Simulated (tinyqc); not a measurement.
One-electron ion in a basis of Gaussians, step by step. Computed by tinyqc, a small Python program that keeps every step. Settings: Z = 6, l = 0. Command: `OMP_NUM_THREADS=1 python tinyqc.py 20557 20558 out.jsonl` (the two numbers bound the seeds that draw the settings). One thread of a shared host (Intel(R) Xeon(R) Processor @ 2.60GHz), about 0.01 s of CPU time with the checks.

## Matrices over normalised Gaussians

exponents of r^l exp(-a r^2) (1/bohr^2): [3.870000, 6.027000, 9.388000, 14.620000]

Z = 6

l = 0

With p = a_i + a_j and I(k) = Gamma((k+1)/2) / (2 p^((k+1)/2)): S = I(2l+2), T = (2l+3) a_i a_j S / p, V = -Z I(2l+1), each divided by sqrt(S_ii S_jj).

S:
$$\begin{pmatrix}
1.000000 & 0.964159 & 0.867044 & 0.733894 \\
0.964159 & 1.000000 & 0.964130 & 0.867054 \\
0.867044 & 0.964130 & 1.000000 & 0.964165 \\
0.733894 & 0.867054 & 0.964165 & 1.000000
\end{pmatrix}$$

T (hartree):
$$\begin{pmatrix}
5.805000 & 6.816769 & 7.128010 & 6.737148 \\
6.816769 & 9.040500 & 10.616648 & 11.100917 \\
7.128010 & 10.616648 & 14.082000 & 16.536252 \\
6.737148 & 11.100917 & 16.536252 & 21.930000
\end{pmatrix}$$

V (hartree):
$$\begin{pmatrix}
-18.835484 & -20.535574 & -21.374025 & -21.365258 \\
-20.535574 & -23.505630 & -25.627927 & -26.673547 \\
-21.374025 & -25.627927 & -29.336470 & -31.984212 \\
-21.365258 & -26.673547 & -31.984212 & -36.609601
\end{pmatrix}$$

## Generalised eigenproblem

H = T + V (hartree):
$$\begin{pmatrix}
-13.030484 & -13.718805 & -14.246016 & -14.628111 \\
-13.718805 & -14.465130 & -15.011279 & -15.572630 \\
-14.246016 & -15.011279 & -15.254470 & -15.447960 \\
-14.628111 & -15.572630 & -15.447960 & -14.679601
\end{pmatrix}$$

Solve H C = S C e through S^(-1/2); each column has its largest component positive (the first on a tie).

eigenvalues of S: [0.000379, 0.014186, 0.301597, 3.683837]

eigenvalues (hartree): [-16.806608, -2.043667, 17.038597, 48.522291]

coefficients:
$$\begin{pmatrix}
0.202488 & -6.312090 & -8.049632 & 8.424786 \\
-2.002157 & 10.569872 & 18.387776 & -26.954660 \\
2.235560 & -6.954168 & -12.441757 & 31.182428 \\
-1.518293 & 2.431212 & 1.797243 & -12.816057
\end{pmatrix}$$

For Z = 6 and l = 0 the exact lowest level is -Z^2/(2 n^2) with n = l + 1: -18.000000 hartree. The basis is nearly linearly dependent, so rounded matrices do not reproduce these digits.
